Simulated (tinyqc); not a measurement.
Threshold of a short bulk MOSFET: charge sharing, barrier lowering, narrow width: two steps of the calculation.

n-channel device on a p-type body, depletion approximation, full ionisation. Uniform doping N = Na. Vbi from Boltzmann statistics is rough for the degenerate source. Cox = eps0 eox/tox.

Parameters, values chosen for the exercise; band and dielectric values close to those of silicon: temperature T = 300 K; band gap Eg = 1.11 eV; relative permittivity eps_r = 11.8; conduction-band density of states at T Nc = 2.76e19 cm^-3; valence-band density of states at T Nv = 2.69e19 cm^-3; relative permittivity of the gate insulator (close to hafnium oxide) eox = 22.2; insulator thickness tox = 7.8 nm; channel doping Na = 4.3e17 cm^-3; source and drain doping Nsd = 1e20 cm^-3; flat-band voltage for the doping Na Vfb = -0.98 V; junction depth xj = 26 nm; body-source voltage Vbs = 0 V; drain-source voltage Vds = 1 V; gate width W = 260 nm; shape factor of the fringing depletion at the width edges xw = 0.7854; channel length L = 110 nm.

Constants: q = 1.602176634e-19 C, kB = 1.380649e-23 J/K, Vt = kB T/q, eps0 = 8.8541878128e-14 F/cm where lengths are in cm. Results are converted to the units shown.

Question 1. Long-channel threshold and scales. ni = sqrt(Nc Nv) exp(-Eg/(2 Vt)), Eg in volts; 2 pB = 2 Vt ln(N/ni); flat band Vfb - Vt ln(N/Na); Wd = sqrt(2 eps0 eps_r (2 pB - Vbs)/(q N)); body term q N Wd/Cox; long-channel VT0 = flat band + 2 pB + body term; Vbi = Vt ln(N Nsd/ni^2); scale length l = sqrt((eps_r/eox) tox Wd).

Find: N; 2 pB; flat band; Wd; body term; VT0; Vbi; l.

Answer 1.

N = 4.300e17 cm^-3
2 pB = 0.8955 V
flat band = -0.9800 V
Wd = 52.12 nm
body term = 0.1425 V
VT0 = 0.05796 V
Vbi = 1.036 V
l = 14.70 nm

Question 2. Short-channel and narrow-width shifts. Charge sharing (trapezoid; it ignores Vds): F = (xj/L)(sqrt(1 + 2 Wd/xj) - 1), lowering = body term times F. Barrier lowering: th = exp(-L/(2 l)) + 2 exp(-L/l), lowering = th [2 (Vbi - 2 pB) + Vds], DIBL = th. Narrow width: rise = body term times xw Wd/W. VT by each model = VT0 - lowering + rise.

2 pB = 0.89548315 V
Wd = 52.115829 nm
body term = 0.14247590 V
VT0 = 0.057959048 V
Vbi = 1.0363543 V
l = 14.699300 nm

Wanted: F; lowering by charge sharing; th; lowering of the barrier; DIBL; narrow-width rise; VT, charge sharing; VT, barrier lowering.

Answer 2.

F = 0.2926
lowering by charge sharing = 41.69 mV
th = 0.02484
lowering of the barrier = 31.84 mV
DIBL = 24.84 mV/V
narrow-width rise = 22.43 mV
VT, charge sharing = 0.03870 V
VT, barrier lowering = 0.04855 V

L is 7.48 scale lengths. The charge-sharing lowering is 31 % above the barrier lowering; the first falls off as 1/L and the second exponentially. Both describe the same loss of gate control, so they are alternatives and are not added.

tinyqc, about 0.01 s, one thread, Intel Xeon 2.30GHz (shared host): `OMP_NUM_THREADS=1 python tinyqc.py 2002182 2002183 out.jsonl`
